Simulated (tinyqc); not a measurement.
Free and nearly free electrons in a metal: one step. Thermal quantities. Three cases, with inputs chosen for the exercise.

Task: gamma = (pi^2/3) kB^2 D(EF) per atom, times 96485.33 x 1e3 for mJ/(mol K^2); mu(T) = EF (1 - (pi kB T/EF)^2/12); Wiedemann-Franz kappa = L0 T/rho with L0 = (pi^2/3) (kB/e)^2, kB/e in V/K.

Constants: kB = 8.617333262e-05 eV/K.

Case 1.

Values chosen (out of a larger set: near those of K; not measured data): rho = 7.45 micro-ohm cm (bulk resistivity); T = 320 K.

D(EF) per atom = 0.702063 1/eV
EF = 2.13656 eV

Case 2.

Values chosen (out of a larger set: near those of Al; not measured data): rho = 2.67 micro-ohm cm (bulk resistivity); T = 320 K.

D(EF) per atom = 0.392699 1/eV
EF = 11.45916 eV

Case 3.

Values chosen (out of a larger set: near those of Cu, whose d bands this model ignores; not measured data): rho = 1.77 micro-ohm cm (bulk resistivity); T = 290 K.

D(EF) per atom = 0.243719 1/eV
EF = 6.15463 eV

Give: gamma; mu - EF; kappa.

Result:

Case 1.

gamma = 1.655 mJ/(mol K^2)
mu - EF = -0.2927 meV
kappa = 105 W/(m K)

Case 2.

gamma = 0.926 mJ/(mol K^2)
mu - EF = -0.0546 meV
kappa = 293 W/(m K)

Case 3.

gamma = 0.574 mJ/(mol K^2)
mu - EF = -0.0835 meV
kappa = 400 W/(m K)

Computed by tinyqc, one run a case: `OMP_NUM_THREADS=1 python tinyqc.py N N+1 out.jsonl` with N = 1650979, 1651369, 1651401; one thread of a shared Intel(R) Xeon(R) Processor @ 2.30GHz, about 0.01 s a run at most.
